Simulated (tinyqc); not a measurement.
# Changing the anneal temperature

Model: implant damage, amorphisation by cascade overlap, and solid-phase epitaxial regrowth. Computed by tinyqc, a small Python program. Command: `OMP_NUM_THREADS=1 python tinyqc.py 3112575 3112576 out.jsonl sper sweep`. One thread of a shared host (Intel(R) Xeon(R) Processor @ 2.30GHz), about 0.01 s of CPU time with the checks.

Range and width of the damage are inputs. Dynamic annealing enters only through the surviving share f.

Inputs (values chosen for the exercise, modelled on germanium ions in silicon):

| quantity | value | unit |
|---|---|---|
| atomic density N | 49.9 | 1/nm^3 |
| ion Z1 | 32 | - |
| ion mass M1 | 72.6 | u |
| target Z2 | 14 | - |
| target mass M2 | 28.09 | u |
| ion energy E | 60 | keV |
| displacement energy E_d | 14 | eV |
| depth of the damage peak R_d | 42 | nm |
| width of the damage profile s_d | 29 | nm |
| share of defects that survive f | 0.38 | - |
| critical displaced share x_c | 0.18 | - |
| dose Q | 2e+15 | 1/cm^2 |
| regrowth prefactor v0 | 3.7e+15 | nm/s |
| regrowth energy E_a | 2.68 | eV |
| rate relative to (100) | 0.04 | - |
| peak enhancement by the dopant | 8.9 | - |

Constants: a_0 = 0.529177210903 angstrom; e^2/(4 pi eps_0) = 14.39964548 eV angstrom; k_B = 8.617333262e-05 eV/K.

Method:
- Robinson partition: eps = E a M2/(Z1 Z2 (e^2/(4 pi eps_0)) (M1 + M2)), a = 0.8853 a_0/sqrt(Z1^(2/3) + Z2^(2/3)); k = 0.0793 Z1^(2/3) Z2^(1/2) (M1 + M2)^(3/2)/((Z1^(2/3) + Z2^(2/3))^(3/4) M1^(3/2) M2^(1/2)); damage energy T_d = E/(1 + k (eps + 0.40244 eps^(3/4) + 3.4008 eps^(1/6))); displacements nu = 0.8 T_d/(2 E_d).
- Displaced share x(z) = f nu Q exp(-(z - R_d)^2/(2 s_d^2))/(sqrt(2 pi) s_d N); the layer is amorphous where x > x_c, between R_d -/+ s_d sqrt(2 ln(x_max/x_c)), the upper edge being cut at the surface. Threshold dose Q_c = Q x_c/x_max.
- v = v0 x orientation factor x exp(-E_a/(k_B T)) x [1 + (enhancement - 1) exp(-(z - R_d)^2/(2 s_d^2))], T = anneal temperature + 273.15 K; the dopant is taken to follow the damage profile; the lower front moves from the lower edge z2 to the surface, or to the middle (z1 + z2)/2 of a buried layer with upper edge z1; time = int dz/v; the equivalent undoped distance is that time times the undoped velocity.

One run for each value:

| anneal temperature (C) | undoped velocity (nm/s) | time with enhancement (s) | time without enhancement (s) |
|---|---|---|---|
| 400 | 1.2749e-06 | 1.8898e+07 | 8.5537e+07 |
| 430 | 9.1527e-06 | 2.6324e+06 | 1.1915e+07 |
| 460 | 5.5919e-05 | 4.3087e+05 | 1.9502e+06 |
| 490 | 2.9632e-04 | 8.1309e+04 | 3.6802e+05 |
| 520 | 1.3842e-03 | 1.7407e+04 | 7.8786e+04 |
| 550 | 5.7786e-03 | 4.1695e+03 | 1.8872e+04 |
| 580 | 2.1818e-02 | 1.1043e+03 | 4.9984e+03 |
| 610 | 7.5265e-02 | 3.2012e+02 | 1.4489e+03 |
| 640 | 2.3935e-01 | 1.0066e+02 | 4.5562e+02 |
| 670 | 7.0717e-01 | 3.4071e+01 | 1.5421e+02 |

What does the table show?

Over the rows, undoped velocity (nm/s) rises from 1.27e-6 to 0.707; time with enhancement (s) falls from 1.89e7 to 34.1; time without enhancement (s) falls from 8.55e7 to 154.

Caution (all rows): regrowth on (111) is not only slow but leaves twins, which a single velocity does not describe.
